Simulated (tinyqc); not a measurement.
Comparisons within one model: phonon-assisted absorption at an indirect gap. A value that a table varies takes the place of the one given here.

alpha(E) = sum_j A_j [N_j (E - Eg + w_j)^2 + (N_j + 1)(E - Eg - w_j)^2], each bracket counted only where its base is positive; N_j = 1/(exp(w_j/kB T) - 1). The first term absorbs a phonon and the second emits one; excitons and direct transitions are left out.

Photodiode (Gaertner form with a dead layer): QE = (1 - R) exp(-alpha xj) [1 - exp(-alpha W)/(1 + alpha L)], R = ((nr - 1)/(nr + 1))^2; responsivity = QE/E in A/W for E in eV.

Constants: kB = 8.617333262e-05 eV/K.

Values chosen for the exercise (loosely those of Si at room temperature; Eg is not tied to T; not measured data): Eg = 1.129 eV (indirect gap, held fixed unless listed); w = (55.3, 18.4) meV (two zone-edge phonons); A = (3300, 770) 1/(cm eV^2) (their strengths); T = 300 K; nr = 3.64 (refractive index); xj = 0.12 micrometre (dead layer at the surface); W = 7.2 micrometre (depleted width); L = 110 micrometre (minority diffusion length below it); E = 1.435 eV (photon energy).

## The square root of alpha at three temperatures

The gap is held fixed, so only the phonon occupations change.

sqrt(alpha) (1/cm^(1/2)):
```
E - Eg (eV)    77 K   150 K   600 K
-0.04         0.014   0.104   0.635
-0.02         0.031   0.240   1.466
0.00          0.141   0.474   2.425
0.02          0.287   0.791   3.527
0.04          0.752   1.315   4.796
0.07          1.820   2.462   7.006
0.10          3.578   4.241   9.695
0.15          6.732   7.514  14.606
0.20          9.935  10.872  19.705
0.30         16.373  17.648  30.084
0.45         26.051  27.852  45.795
0.60         35.737  38.070  61.561
```

Below the gap only phonon absorption acts: at E - Eg = -0.02 eV sqrt(alpha) is 0.031, 0.240 and 1.466 at 77, 150 and 600 K. A straight line through the last two rows meets the axis at E - Eg = +0.0465, +0.0411 and +0.0143 eV: the intercept is roughly a weighted mean of the thresholds, not the gap, and it moves from the emission side towards Eg as the occupations grow. At the last row alpha grows by a factor 2.97 from the lowest to the highest temperature at fixed gap.

## Spectral response

Response:
```
E (eV)  wavelength (nm)  alpha (1/cm)  1/alpha (micrometre)  dead layer  collected     QE    A/W
1.15               1078          3.73              2.68e+03       1.000      0.042  0.028  0.025
1.19               1042          13.5                   741       1.000      0.138  0.093  0.078
1.25                992          60.2                   166       0.999      0.424  0.286  0.229
1.33                932           194                  51.4       0.998      0.723  0.488  0.367
1.43                867           478                  20.9       0.994      0.887  0.596  0.417
1.58                785      1.15e+03                  8.73       0.986      0.968  0.646  0.409
1.78                697      2.48e+03                  4.02       0.971      0.994  0.653  0.367
2.03                611      4.88e+03                  2.05       0.943      0.999  0.637  0.314
2.33                532      8.82e+03                  1.13       0.900      1.000  0.608  0.261
2.73                454      1.59e+04                 0.630       0.827      1.000  0.559  0.205
```

QE is highest, 0.653, at 1.78 eV of those listed and the responsivity at 1.43 eV; reflection alone caps QE at 0.676. Near the gap weak absorption limits it (collected share 0.042); at the top the dead layer passes 0.827. Far above the gap the quadratic law and a constant index are only rough.

## What moves the response

At the energy E. Each row changes one parameter from the base and keeps the others.

Results:
```
case                  alpha (1/cm)      QE
base                         495.8  0.5994
Eg = 1.109 eV                569.2  0.6103
T = 350 K                    564.7  0.6097
W = 14.4 micrometre          495.8  0.6213
L = 55 micrometre            495.8  0.5460
xj = 0.24 micrometre         495.8  0.5958
nr = 3.82                    495.8  0.5829
```

The largest shifts from the base row, up to three for each result and ties (the steps differ in size, so this ranks the rows, not the parameters). alpha (1/cm): Eg +73.5, T +68.9; unchanged at the printed digits by W, L, xj and nr. QE: L -0.0533, W +0.0219, nr -0.0165.

Computed by tinyqc, a small Python program: `OMP_NUM_THREADS=1 python tinyqc.py 1680753 1680754 out.jsonl` (the numbers bound the seed that draws the inputs); one thread of a shared host (Intel(R) Xeon(R) Processor @ 2.30GHz), about 0.01 s for the whole set of steps.
